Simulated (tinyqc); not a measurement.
Inside a calculation. Model: bandgap voltage reference from two bipolar transistors.

Computed by the program tinyqc: `OMP_NUM_THREADS=1 python tinyqc.py 2062120 2062121 out.jsonl`, one thread of a shared Intel Xeon 2.30GHz, about 0.02 s for the whole run. Printed values are rounded.

Two transistors of area 1 and N carry the same current I. Is(T) = Is (T/T0)^eta exp[(Vg0 q/kB)(1/T0 - 1/T)], VBE1 = Vt ln(I/Is(T)) + I rb, VBE2 = Vt ln(I/(N Is(T))) + I rb/N. The amplifier forces I R1(T) = VBE1 - VBE2 + Vos, with R(T) = R (1 + tc (T - T0)) for both resistors, and the output is Vref = VBE1 + I R2(T). Base currents and the Early effect are neglected.

Inputs (values chosen for the exercise); values of the order met in silicon bipolar transistors: reference temperature T0 = 323 K; band-gap voltage extrapolated to 0 K Vg0 = 1.18 V; temperature exponent of the saturation current eta = 3.6; saturation current of the unit transistor at T0 Is = 2.3e-18 A; area ratio of the second transistor N = 4; resistor across which the difference of VBE falls, at T0 R1 = 26 kohm; temperature coefficient of both resistors tc = 1300 ppm/K; offset of the amplifier Vos = -1.6 mV; series resistance of the unit transistor rb = 0 ohm; output resistor at T0 R2 = 336.6 kohm; temperature T = 358 K.

Constants: q = 1.602176634e-19 C, kB = 1.380649e-23 J/K. Results are converted to the units shown.

## Operating point at the reference temperature

Vt = kB T/q; I = (Vt ln N + Vos)/(R1(T) - rb (1 - 1/N)). Evaluate at T = T0.

Vt = 0.0278340 V
I = 1.42254 uA
Is(T) = 2.3e-18 A
VBE1 = 0.755708 V
I R2 = 0.478828 V
Vref = 1.23454 V

## Operating point at another temperature

Vt = kB T/q; I = (Vt ln N + Vos)/(R1(T) - rb (1 - 1/N)).

Vt = 0.0308501 V
I = 1.51445 uA
Is(T) = 2.10180e-16 A
VBE1 = 0.700238 V
I R2 = 0.532958 V
Vref = 1.23320 V

From T0 to T, VBE1 changes by -55.5 mV and I R2 by 54.1 mV, which leaves -1.34 mV in Vref.

## Resistor for zero slope at T0, ideal case

With tc = 0, Vos = 0 and rb = 0 the current is proportional to T, dVBE/dT = (VBE - Vg0 - (eta - 1) Vt)/T, and Vref has zero slope at T0 when Vref = Vg0 + (eta - 1) Vt0. Find VBE1, its slope, that Vref, R2/R1 and the curvature d2Vref/dT2 = -(eta - 1) kB/(q T0).

VBE1 = 0.756887 V
dVBE/dT = -1.53400 mV/K
Vref = 1.25237 V
R2/R1 = 12.8409
curvature = -0.693655 uV/K^2
